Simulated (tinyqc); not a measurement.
## Electron density from the centroid

Question. In the Fang-Howard model the centroid is 3/b with b^3 = 6 (mz1/C) q (Nd + 11 Ns/32)/(eps0 eps_r), C = hbar^2/(2 m0), the field in eV/nm. Find b and Ns.

Inputs (values chosen for the exercise); masses and permittivity close to those of silicon (100):
- eps_r = 11.5 (relative permittivity)
- mz1 = 0.93 m0 (mass along z of valley set A (2 valley(s)))
- Nd = 6.4e10 cm^-2 (sheet density of depletion charge)

Constants: q = 1.602176634e-19 C, hbar = 1.054571817e-34 J s, m0 = 9.1093837015e-31 kg, eps0 = 8.8541878128e-14 F/cm where lengths are in cm, hbar^2/(2 m0) = 0.0380998212 eV nm^2. Results are converted to the units shown.

centroid = 1.3393482 nm

Answer. b = 3/centroid gives Nd + 11 Ns/32, from which the depletion charge is taken off.

b = 2.240 1/nm
Ns = 1.400e13 cm^-2

Numbers from tinyqc (`OMP_NUM_THREADS=1 python tinyqc.py 2160070 2160071 out.jsonl`; about 2 s on one thread of a shared Intel Xeon 2.30GHz).
